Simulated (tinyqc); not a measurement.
Input admittance of a MOSFET at zero drain bias: distributed channel and distributed gate: two steps of the calculation.

Source and drain grounded, strong inversion, w = 2 pi f, Cox = eps0 eox/tox. The channel is an RC line of resistance 1/(mu Cox Vo) per square fed from both ends, so one finger has the intrinsic admittance y = i w Cox L tanh(g)/g per width, g = (1/2) sqrt(i w tau), tau = L^2/(mu Vo). The vertical resistance rv/L is in series with y, the overlaps 2 i w Cov in parallel: y_t = 1/(1/y + rv/L) + 2 i w Cov. The gate strip is a line of Rsh/L per length loaded by y_t, so a finger has Y = y_t Wf tanh(k)/k, k = (Wf/sd) sqrt(y_t Rsh/L); the device has Nf Y.

Parameters, values chosen for the exercise; values of the order met in silicon radio-frequency transistors: relative permittivity of the gate insulator (close to zirconium oxide) eox = 25.7; insulator thickness tox = 13 nm; channel length L = 1.6 um; finger width Wf = 11 um; number of fingers Nf = 16; channel mobility mu = 110 cm^2/(V s); gate overdrive Vo = 0.34 V; sheet resistance of the gate Rsh = 18 ohm/square; vertical resistivity of the gate stack rv = 1.4 ohm um^2; number of ends at which a finger is contacted sd = 2; overlap and fringe capacitance on each side Cov = 0.17 fF/um; frequency f = 2.2 GHz.

Constants: eps0 = 8.8541878128e-14 F/cm where lengths are in cm. Results are converted to the units shown.

Problem 1. Low-frequency resistances and capacitance. Low-frequency limits, with c = Cox L and ct = c + 2 Cov: R_strip = Rsh Wf/(3 sd^2 L Nf), R_ch = (c/ct)^2 L/(12 mu Cox Vo Wf Nf), R_vert = (c/ct)^2 rv/(L Wf Nf), C = ct Wf Nf.

Wanted: parts; sum; C; 1/(2 pi R C).

Solution 1.

parts (ohm): strip 0.6445, channel 11.30, vertical 0.004853
sum = 11.95 ohm
C = 4989 fF
1/(2 pi R C) = 2.671 GHz

The channel term is the largest, 94.6 % of the sum.

Problem 2. Admittance of the channel and stack per width. tau, g, c = Cox L, y and y_t as defined.

Give: tau; g; c; y; y_t.

Solution 2.

tau = 684.49 ps
g = 1.0875+1.0875i
c = 28.006 fF/um
y = 161.13+236.44i uS/um
y_t = 161.16+241.07i uS/um

w tau = 9.46, and Im y is 0.611 of w c.

Computed by the program tinyqc: `OMP_NUM_THREADS=1 python tinyqc.py 2262163 2262164 out.jsonl`, one thread of a shared Intel Xeon 2.30GHz, about 0.01 s for the whole run.
